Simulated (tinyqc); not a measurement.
From results back to parameters: six-band hole subbands of a thin body in a field. Five cases, with inputs chosen for the exercise.

Problem. Without spin-orbit coupling the masses along a normal n are the inverse eigenvalues of C(n n^T)/c: 1/(g1 - 2 g2) twice and 1/(g1 + 4 g2) on (001); 1/(g1 - 2 g3) twice and 1/(g1 + 4 g3) on (111); on (110) 1/(g1 + g2 - 3 g3), 1/(g1 - 2 g2) and 1/(g1 + g2 + 3 g3). Three masses were computed from hidden g1, g2, g3.

Find: g1, g2, g3; heaviest mass on (110).

Method. The inverse masses on (001) differ by 6 g2, which gives g2 and g1; g3 = (g1 - 1/m(111))/2.

Case 1.

heavy and light mass on (001) (m0): 0.277778  0.177305

heavy mass on (111) = 0.724638 m0

Solution.

g1, g2, g3: 4.28  0.34  1.45

heaviest mass on (110) = 3.70 m0

Case 2.

heavy and light mass on (001) (m0): 0.277778  0.177305

heavy mass on (111) = 0.714286 m0

Solution.

g1, g2, g3: 4.28  0.34  1.44

heaviest mass on (110) = 3.33 m0

Case 3.

heavy and light mass on (001) (m0): 0.276243  0.176678

heavy mass on (111) = 0.704225 m0

Solution.

g1, g2, g3: 4.30  0.34  1.44

heaviest mass on (110) = 3.12 m0

Case 4.

heavy and light mass on (001) (m0): 0.277778  0.177305

heavy mass on (111) = 0.714286 m0

Solution.

g1, g2, g3: 4.28  0.34  1.44

heaviest mass on (110) = 3.33 m0

Case 5.

heavy and light mass on (001) (m0): 0.204082  0.032960

heavy mass on (111) = 0.485437 m0

Solution.

g1, g2, g3: 13.38  4.24  5.66

heaviest mass on (110) = 1.56 m0

Computed by tinyqc, one run a case: `OMP_NUM_THREADS=1 python tinyqc.py N N+1 out.jsonl` with N = 1252290, 1252293, 1252294, 1252304, 1252328; one thread of a shared Intel(R) Xeon(R) Processor @ 2.30GHz, about 0.4 s a run at most.
